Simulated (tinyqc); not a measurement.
Changing the radical density n: ion-assisted plasma etching: sheath, surface coverage, synergy and aspect-ratio dependence. Computed by tinyqc, a small Python program. Command: `OMP_NUM_THREADS=1 python tinyqc.py 3018570 3018571 out.jsonl etch sweep`. One thread of a shared host (Intel(R) Xeon(R) Processor @ 2.30GHz), about 0.01 s of CPU time with the checks.

Radicals adsorb on bare sites; ions remove covered sites with a high yield and bare sites by sputtering; a slow spontaneous reaction acts everywhere, walls included.

Inputs (values chosen for the exercise, close to those used for silicon dioxide in a fluorocarbon plasma):

| quantity | value | unit |
|---|---|---|
| plasma density n_e | 2.7e+11 | 1/cm^3 |
| electron temperature T_e | 3.3 | eV |
| ion mass M_i | 69 | u |
| sheath voltage V | 150 | V |
| radical mass M_n | 19 | u |
| gas temperature T_g | 600 | K |
| sticking coefficient s | 0.13 | - |
| radicals per removed unit x | 3 | - |
| yield slope b | 0.3 | eV^(-1/2) |
| threshold E_th | 7.7 | eV |
| sputter slope b_p | 0.017 | eV^(-1/2) |
| sputter threshold E_p | 35 | eV |
| spontaneous reaction probability k_c | 3e-05 | - |
| solid density N | 2.2e+22 | 1/cm^3 |
| ion temperature T_i | 0.67 | eV |
| aspect ratio A | 36 | - |

Feature: round hole.

Constants: e = 1.602176634e-19 C; u = 1.6605390666e-27 kg; k_B = 1.380649e-23 J/K; eps_0 = 8.8541878128e-12 F/m.

Method:
- Bohm speed u_B = sqrt(e T_e/M_i); ion flux G_i = 0.61 n_e u_B; radical flux G_n = n c/4 with c = sqrt(8 k_B T_g/(pi M_n)).
- Debye length lambda_D = sqrt(eps_0 T_e/(e n_s)) with n_s = 0.61 n_e, T_e in volts; Child-law sheath d = (sqrt2/3) lambda_D (2 V/T_e)^(3/4); ion energy E = V + T_e/2; angular spread = arctan(sqrt(T_i/E)).
- Yields: Y = b (sqrt(E) - sqrt(E_th)) on covered sites, Y_p = b_p (sqrt(E) - sqrt(E_p)) on bare ones (zero below threshold).
- Steady coverage: s G_n (1 - theta) = x Y G_i theta; removal flux = Y G_i theta + Y_p G_i (1 - theta) + k_c G_n; rate = flux/N, 1 cm/s = 6e8 nm/min.
- Lateral rate = k_c G_n/N; anisotropy = 1 - lateral/vertical; synergy = vertical/(ions alone + radicals alone), with ions alone Y_p G_i/N and radicals alone the lateral rate.
- Transmission of a round hole: K = 1/(1 + 3A/4), walls that scatter diffusely without loss. With a loss probability S = s (1 - theta) at the floor, G_b/G_n = K/(K + S - K S); theta follows G_b, and the two are solved together. Ions are taken to reach the floor unshadowed; G_b replaces G_n in every term of the rate; A is depth over diameter.

One run for each value:

| radical density n (1/cm^3) | vertical rate (nm/min) | coverage theta | anisotropy | floor rate over open-field rate |
|---|---|---|---|---|
| 3.00e+11 | 111.9 | 2.6177e-03 | 0.99996 | 0.95164 |
| 8.30e+11 | 124.1 | 7.2089e-03 | 0.99989 | 0.88007 |
| 2.30e+12 | 157.4 | 1.9725e-02 | 0.99976 | 0.74212 |
| 6.30e+12 | 243.8 | 5.2237e-02 | 0.99957 | 0.56333 |
| 4.80e+13 | 891.4 | 2.9574e-01 | 0.99910 | 0.38941 |
| 1.30e+14 | 1520.7 | 5.3212e-01 | 0.99857 | 0.48169 |
| 3.60e+14 | 2127.3 | 7.5900e-01 | 0.99717 | 0.73678 |
| 1.00e+15 | 2505.7 | 8.9742e-01 | 0.99333 | 0.94959 |

Give the missing row, radical density n (1/cm^3) = 1.70e+13.

Computed row:
```
radical density n (1/cm^3)  vertical rate (nm/min)  coverage theta  anisotropy  floor rate over open-field rate
1.70e+13                                     449.2      1.2947e-01     0.99937                          0.42739
```

Interpolating between the two neighbouring rows (the first column on a logarithmic scale, the others too where they are positive) misses most in floor rate over open-field rate, by 10 %. Over the rows, vertical rate (nm/min) rises from 112 to 2510 (exponent d ln y / d ln x 0.10 between the first rows and 0.16 between the last); coverage theta rises from 0.00262 to 0.897 (exponent d ln y / d ln x 1.00 between the first rows and 0.16 between the last); anisotropy falls from 1.0000 to 0.9933.

Caution (all rows): at this aspect ratio many ions strike the walls, so ion shadowing, left out here, adds to the lag. Caution (rows 3.60e14, 1.00e15): an oxide etch rate above 2 um/min is far higher than usual in practice.
